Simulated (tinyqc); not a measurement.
# CMOS inverter, nodal equation and switching: what changes with what

An n-channel pull-down (bn, VTn) and a p-channel pull-up (bp, VTp) share the input Vin and the output node Vout, which carries the load C. Transistor (EKV form, voltages against the body): I = 2 n b Vt^2 [F(vp - Vs) - F(vp - Vd)] from drain to source, F(v) = ln^2(1 + exp(v/(2 Vt))), vp = (Vg - VT + sg |Vd - Vs|)/n. n-channel bodies are at 0; for the p-channel device all voltages are counted down from Vdd. b in uA/V^2 gives I in uA. Static: In = Ip. Transient: C dVout/dt = Ip - In. No velocity saturation, no gate capacitance beyond C.

Values chosen for this exercise:

| symbol | value | unit | meaning |
|---|---|---|---|
| T | 300 | K | temperature |
| Vdd | 0.6 | V | supply voltage |
| n | 1.33 |  | slope factor |
| sg | 0.119 |  | drain-induced barrier lowering |
| VTn | 0.45 | V | n-channel threshold |
| VTp | 0.31 | V | p-channel threshold (magnitude) |
| bn | 560 | uA/V^2 | gain factor of the pull-down transistor |
| bp | 560 | uA/V^2 | gain factor of the pull-up transistor |
| C | 1.1 | fF | load capacitance |

Constants: q = 1.602176634e-19 C, kB = 1.380649e-23 J/K, Vt = kB T/q. Results are converted to the units shown.

Each table varies one quantity; the others keep the values above.

## Effect of the gain factor of the pull-up transistor

VM solves In = Ip with Vin = Vout; VIL and VIH are the inputs of gain -1, NML = VIL - Vout(VIH), NMH = Vout(VIL) - VIH. For a step input the delay to Vdd/2 is tHL = C times the integral of dV/(In - Ip) from Vdd/2 to Vdd at Vin = Vdd, and tLH likewise with Ip - In from 0 to Vdd/2 at Vin = 0.

Effect of the gain factor of the pull-up transistor:
```
bp (uA/V^2),VM (V),gain at VM,NML (V),NMH (V),tHL (ps),tLH (ps)
110,0.3318,-8.400,0.2661,0.1944,36.81,67.64
170,0.3401,-8.399,0.2754,0.1854,36.81,43.76
260,0.3481,-8.398,0.2844,0.1766,36.81,28.62
400,0.3562,-8.396,0.2935,0.1676,36.81,18.60
620,0.3645,-8.394,0.3027,0.1585,36.81,12.00
950,0.3725,-8.391,0.3116,0.1495,36.81,7.832
1500,0.3811,-8.386,0.3211,0.1398,36.81,4.960
2200,0.3884,-8.382,0.3291,0.1316,36.81,3.382
```

What does the comparison show?

As bp goes from 110 to 2200 uA/V^2, VM rises from 0.332 to 0.388 V, the size of the gain stays near 8.39, tHL stays near 36.8 ps and tLH falls from 67.6 to 3.38 ps. The smaller margin is largest, 0.194 V, at bp = 110 uA/V^2 among the rows. A stronger pull-up raises VM and trades low-side against high-side margin.

## Effect of the n-channel threshold

Same model as above.

Effect of the n-channel threshold:
```
VTn (V),VM (V),gain at VM,NML (V),NMH (V),tHL (ps),tLH (ps)
0.15,0.2285,-8.309,0.1262,0.2862,6.234,13.30
0.2,0.2509,-8.377,0.1571,0.2671,7.654,13.29
0.25,0.2732,-8.395,0.1873,0.2473,9.648,13.29
0.3,0.2955,-8.400,0.2167,0.2267,12.55,13.29
0.35,0.3179,-8.400,0.2454,0.2054,16.98,13.29
0.4,0.3402,-8.398,0.2733,0.1833,24.17,13.29
0.45,0.3626,-8.394,0.3006,0.1606,36.81,13.29
0.5,0.3849,-8.385,0.3274,0.1374,61.38,13.29
```

What does the comparison show?

As VTn goes from 0.15 to 0.5 V, VM rises from 0.229 to 0.385 V, the size of the gain goes from 8.31 through a maximum of 8.40 (at VTn = 0.35 V among the rows listed) to 8.39, tHL rises from 6.23 to 61.4 ps and tLH stays near 13.3 ps. The smaller margin is largest, 0.217 V, at VTn = 0.3 V among the rows.

tinyqc, about 0.04 s, one thread, Intel Xeon 2.30GHz (shared host): `OMP_NUM_THREADS=1 python tinyqc.py 2340057 2340058 out.jsonl`
